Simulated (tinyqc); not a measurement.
# Slope factor and drain-induced lowering from three currents

Problem. With source and body at 0 V, I = A exp((Vg + dd Vd)/(nf Vt)) (1 - exp(-Vd/Vt)). Find nf, the swing nf Vt ln 10 and dd.

Values chosen for this exercise: temperature T = 330 K.

Constants: q = 1.602176634e-19 C, kB = 1.380649e-23 J/K, Vt = kB T/q. Results are converted to the units shown.

currents at (Vg, Vd) = (0, 0.05), (0, 1.1) and (0.07, 1.1) V (nA/um): 0.0032541207  0.11021674  0.60903063

Solution. The pair at equal Vd gives nf; the pair at equal Vg, after dividing out the factors 1 - exp(-Vd/Vt), gives dd.

nf = 1.44
swing = 94.3 mV/decade
dd = 0.130

tinyqc, about 0.03 s, one thread, Intel Xeon 2.30GHz (shared host): `OMP_NUM_THREADS=1 python tinyqc.py 2242255 2242256 out.jsonl`
